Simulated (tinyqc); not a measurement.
The 3-omega method: a line heater on a substrate with a thin film: one step, computed by the program tinyqc. Command: `OMP_NUM_THREADS=1 python tinyqc.py 3011551 3011552 out.jsonl threeomega walk`. One thread of a shared host (Intel(R) Xeon(R) Processor @ 2.30GHz), about 0.01 s of CPU time with the checks.

A current at angular frequency omega = 2 pi f heats the line at 2 omega with the amplitude P per length; the temperature swing Delta T at 2 omega gives a voltage at 3 omega. The substrate is taken as semi-infinite and isotropic, and the heat capacity of heater and film is left out.

Task: Penetration depth. D = kappa/C; q = sqrt(2 i omega/D); penetration depth 1/|q| = sqrt(D/(2 omega)).

Inputs (values chosen for the exercise, modelled on a low-k dielectric on sapphire):
```
quantity,value,unit
substrate conductivity kappa,34.7,W/(m K)
substrate heat capacity C,3.07,1e6 J/(m^3 K)
heater half-width b,2.6,micrometre
current frequency f,45,Hz
substrate thickness d_s,525,micrometre
```

Give: diffusivity D; penetration depth; |q| b; penetration depth / d_s.

Result:

diffusivity D = 11.30 mm^2/s

penetration depth = 141.4 micrometre

|q| b = 0.01839

penetration depth / d_s = 0.2693

Caution: the penetration depth exceeds a fifth of the substrate thickness, so the back face is felt and the semi-infinite formula fails.
